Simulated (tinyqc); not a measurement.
Inside a calculation. Method: extended Hueckel theory, for H6. One step of it, computed by the program tinyqc.

Task: Orbitals. Solve H C = S C e through S^(-1/2); fill by pairs from the bottom, a degenerate level sharing its electrons equally; each orbital has its largest coefficient positive (the first on a tie).

H (eV), lower triangle:
```
            1H 1s       2H 1s       3H 1s       4H 1s       5H 1s       6H 1s
1H 1s  -13.600000
2H 1s  -14.273591  -13.600000
3H 1s   -3.125452  -12.364590  -13.600000
4H 1s   -0.612181   -3.125452  -14.273591  -13.600000
5H 1s   -0.079514   -0.492175   -3.125452  -12.364590  -13.600000
6H 1s   -0.010563   -0.079514   -0.612181   -3.125452  -14.273591  -13.600000
```

overlap S, lower triangle:
```
          1H 1s     2H 1s     3H 1s     4H 1s     5H 1s     6H 1s
1H 1s  1.000000
2H 1s  0.524764  1.000000
3H 1s  0.114906  0.454581  1.000000
4H 1s  0.022507  0.114906  0.524764  1.000000
5H 1s  0.002923  0.018095  0.114906  0.454581  1.000000
6H 1s  0.000388  0.002923  0.022507  0.114906  0.524764  1.000000
```

valence electrons = 6

Give: orbital energies; occupations; coefficients; sum of one-electron energies.

Result:

orbital energies (eV): -20.606  -18.685  -14.810  -4.716  8.300  26.192

occupations: 2.000  2.000  2.000  0.000  0.000  0.000

coefficients:
```
         MO1     MO2     MO3     MO4     MO5     MO6
1H 1s  0.188   0.368   0.487   0.625  -0.660   0.433
2H 1s  0.287   0.394   0.200  -0.377   0.864  -0.806
3H 1s  0.353   0.150  -0.423  -0.542  -0.351   1.061
4H 1s  0.353  -0.150  -0.423   0.542  -0.351  -1.061
5H 1s  0.287  -0.394   0.200   0.377   0.864   0.806
6H 1s  0.188  -0.368   0.487  -0.625  -0.660  -0.433
```

sum of one-electron energies = -108.202 eV
